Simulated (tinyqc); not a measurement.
MP2 on RHF in the sto-6g basis, for H2, spin multiplicity 1, step by step. One step of it, computed by the program tinyqc.

Task: Second-order Moller-Plesset energy. E2 = sum_ijab (ia|jb) [2 (ia|jb) - (ib|ja)] / (e_i + e_j - e_a - e_b) over occupied i, j and virtual a, b; the opposite-spin part is (ia|jb)^2 / denominator, the rest is same-spin, and SCS-MP2 scales them by 6/5 and 1/3.

orbital energies (hartree): [-0.540095, 0.565427]

Two-electron integrals over orbitals (pq|rs), unique and non-zero (hartree):
```
(11|11) 0.654004   (21|21) 0.187812   (22|11) 0.645868   (22|22) 0.679233
```

Hartree-Fock energy = -1.11090007 hartree

Give: Terms; Pair energies; MP2 correlation energy; SCS-MP2 correlation energy; MP2 total energy.

Result:

Terms:
```
i  j  a  b  (ia|jb)  (ib|ja)  denominator     term
1  1  2  2   0.1878   0.1878      -2.2110  -0.0160
```

Pair energies (hartree; pair i-j sums ij and ji):
```
pair  opposite spin  same spin
1-1         -0.0160     0.0000
```

MP2 correlation energy = -0.015953 hartree

SCS-MP2 correlation energy = -0.019144 hartree

MP2 total energy = -1.126853 hartree
